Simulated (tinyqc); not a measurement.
# Octagonal on-chip spiral inductor, lumped pi model: two studies

Outer diameter do = di + 2 n wd + 2 (n - 1) sp, mean da = (do + di)/2, fill p = (do - di)/(do + di), length l = 3.314 n da. L = 2.25 mu0 n^2 da/(1 + 3.55 p), mu0 = 4 pi 1e-7 H/m. Rs = rho l/(wd delta (1 - exp(-th/delta))), delta = sqrt(rho/(pi f mu0)). Cs = n wd^2 eps0 eo/hu across the coil. At each end Cox = l wd eps0 eo/(2 ho) leads to the substrate branch Rsi = 2 rs he/(l wd) in parallel with Csi = l wd eps0 11.7/(2 he). With one end grounded Y = 1/(Rs + i w L) + i w Cs + 1/[1/(i w Cox) + 1/(1/Rsi + i w Csi)], w = 2 pi f; Q = -Im Y/Re Y. Eddy currents in neighbouring turns and in the substrate are left out.

Inputs (values chosen for the exercise); values of the order met in silicon radio-frequency processes:

| symbol | value | unit | meaning |
|---|---|---|---|
| n | 6.5 |  | number of turns |
| wd | 8 | um | line width |
| sp | 3 | um | space between turns |
| di | 80 | um | inner diameter |
| th | 0.9 | um | metal thickness |
| rho | 1.9 | uohm cm | metal resistivity |
| ho | 4 | um | oxide below the coil |
| hu | 1.2 | um | oxide between coil and underpass |
| eo | 4.1 |  | relative permittivity of the oxide |
| rs | 10 | ohm cm | substrate resistivity |
| he | 30 | um | effective spreading depth in the substrate |
| f | 4.5 | GHz | frequency |

Constants: eps0 = 8.8541878128e-12 F/m. Results are converted to the units shown.

Each table varies one quantity; the others keep the values above.

## Quality factor against frequency

Apparent inductance Im(1/Y)/w; share of the loss Re(substrate branch)/Re Y.

Quality factor against frequency:

| f (GHz) | Rs (ohm) | w L/Rs | Q | apparent inductance (nH) | loss in the substrate (%) |
|---|---|---|---|---|---|
| 0.13 | 9.081 | 0.6050 | 0.6036 | 6.719 | 0.002614 |
| 0.21 | 9.260 | 0.9584 | 0.9553 | 6.724 | 0.009754 |
| 0.34 | 9.491 | 1.514 | 1.505 | 6.739 | 0.04477 |
| 0.56 | 9.803 | 2.414 | 2.378 | 6.780 | 0.2568 |
| 0.91 | 10.20 | 3.770 | 3.604 | 6.887 | 1.510 |
| 1.5 | 10.74 | 5.903 | 4.991 | 7.178 | 8.763 |
| 2.4 | 11.41 | 8.892 | 4.944 | 7.861 | 33.20 |
| 4 | 12.37 | 13.66 | 2.454 | 9.358 | 71.02 |
| 6.5 | 13.61 | 20.18 | 0.4493 | 5.227 | 89.72 |

Q goes from 0.604 through a maximum of 4.99 (at f = 1.5 GHz among the rows listed) to 0.449; the exact peak is 5.28 at 1.91 GHz and Q reaches zero at the self-resonance, 7.64 GHz. The share of the substrate rises from 0.00261 to 89.7 %, and the apparent inductance ends at 0.777 times L. At the peak the substrate takes 18.5 % of the loss.

## Effect of the substrate resistivity

Same model as above.

Peak Q and its frequency from a search over f; self-resonance where Im Y = 0; Q at the given f (negative beyond resonance).

The same in every row: L (nH) = 6.726; do (um) = 217.0.

Effect of the substrate resistivity:

| rs (ohm cm) | peak Q | f of the peak (GHz) | self-resonance (GHz) | Q at f |
|---|---|---|---|---|
| 0.1 | 7.318 | 2.881 | 5.401 | 4.277 |
| 1 | 6.712 | 2.541 | 5.429 | 2.714 |
| 3 | 6.054 | 2.217 | 5.664 | 1.752 |
| 10 | 5.276 | 1.909 | 7.643 | 1.862 |
| 30 | 5.319 | 2.220 | 8.981 | 3.662 |
| 100 | 7.422 | 3.409 | 9.165 | 6.938 |
| 1000 | 10.74 | 4.663 | 9.183 | 10.73 |
| 10000 | 11.43 | 4.894 | 9.184 | 11.35 |

Read the table: what changes, and by how much?

As rs goes from 0.1 to 10000, L stays at 6.73 nH, the peak Q goes from 7.32 through a minimum of 5.28 (at rs = 10 among the rows listed) to 11.4, its frequency goes from 2.88 through a minimum of 1.91 (at rs = 10 among the rows listed) to 4.89 GHz and the self-resonance rises from 5.40 to 9.18 GHz. In this model both a very low and a very high resistivity dissipate little: the first shorts the branch to a pure Cox, the second blocks the current. For rs = 0.1, 1 eddy currents in the substrate, left out, would lower Q markedly.

Program tinyqc, `OMP_NUM_THREADS=1 python tinyqc.py 2302218 2302219 out.jsonl`; Intel Xeon 2.30GHz, shared host, one thread, about 0.01 s.
